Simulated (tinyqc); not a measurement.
Inside a calculation. Method: geometry optimisation on the UHF/6-31g surface (energies and gradients from PySCF), for H2+, spin multiplicity 2. Computed by tinyqc, a small Python program that keeps every step (integrals from PySCF). Settings: charge = 1, multiplicity = 2, basis = 6-31g, optimiser = bfgs, first Hessian = 0.6, largest step = 0.3, iteration cap = 30. Command: `OMP_NUM_THREADS=1 python tinyqc.py 29874 29875 out.jsonl` (the two numbers bound the seeds that draw the settings). One thread of a shared host (Intel(R) Xeon(R) Processor @ 2.60GHz), about 0.05 s of CPU time with the checks.

## Step 1: energy and gradient

positions at the start (bohr), order 1H, 2H:
$$\begin{pmatrix}
0.0000 & 0.0000 & 0.0000 \\
0.0000 & 0.0000 & 1.2812
\end{pmatrix}$$

Self-consistent energy and analytic gradient at these positions.

energy = -0.537219 hartree

gradient (hartree/bohr), order 1H, 2H:
$$\begin{pmatrix}
0.000000 & 0.000000 & 0.201418 \\
0.000000 & 0.000000 & -0.201418
\end{pmatrix}$$

## Step 1: move

Quasi-Newton step p = -H^(-1) g (first H = 0.6 times the unit matrix); steps longer than 0.3 bohr are cut back (factor 0.632 here).

positions after step 1 (bohr), order 1H, 2H:
$$\begin{pmatrix}
0.0000 & 0.0000 & -0.2121 \\
0.0000 & 0.0000 & 1.4934
\end{pmatrix}$$

## Step 2: energy and gradient

As before.

energy = -0.580082 hartree

gradient (hartree/bohr), order 1H, 2H:
$$\begin{pmatrix}
0.000000 & 0.000000 & 0.035140 \\
0.000000 & 0.000000 & -0.035140
\end{pmatrix}$$

## Step 2: move

inverse Hessian in use (bohr^2/hartree):
$$\begin{pmatrix}
1.6667 & 0.0000 & 0.0000 & 0.0000 & 0.0000 & 0.0000 \\
0.0000 & 1.6667 & 0.0000 & 0.0000 & 0.0000 & 0.0000 \\
0.0000 & 0.0000 & 1.4712 & 0.0000 & 0.0000 & 0.1955 \\
0.0000 & 0.0000 & 0.0000 & 1.6667 & 0.0000 & 0.0000 \\
0.0000 & 0.0000 & 0.0000 & 0.0000 & 1.6667 & 0.0000 \\
0.0000 & 0.0000 & 0.1955 & 0.0000 & 0.0000 & 1.4712
\end{pmatrix}$$

Quasi-Newton step p = -H^(-1) g (the inverse Hessian comes from BFGS updates; coordinates in the order x, y, z of each atom); steps longer than 0.3 bohr are cut back.

positions after step 2 (bohr), order 1H, 2H:
$$\begin{pmatrix}
0.0000 & 0.0000 & -0.2570 \\
0.0000 & 0.0000 & 1.5382
\end{pmatrix}$$

## Convergence

Stop when the largest gradient component is below 3e-5 hartree/bohr. The inverse Hessian follows the BFGS update with s = step, y = change of gradient.

Course of the optimisation:
```
step  E (hartree)  largest gradient (hartree/bohr)
1       -0.537219                         2.01e-01
2       -0.580082                         3.51e-02
3       -0.582519                         1.99e-02
4       -0.583941                         5.28e-03
5       -0.584075                         1.15e-03
6       -0.584082                         9.09e-05
7       -0.584082                         1.75e-06
```

Final distances (angstrom):
```
pair   distance
2H-1H    1.0410
```

Converged in 7 steps.
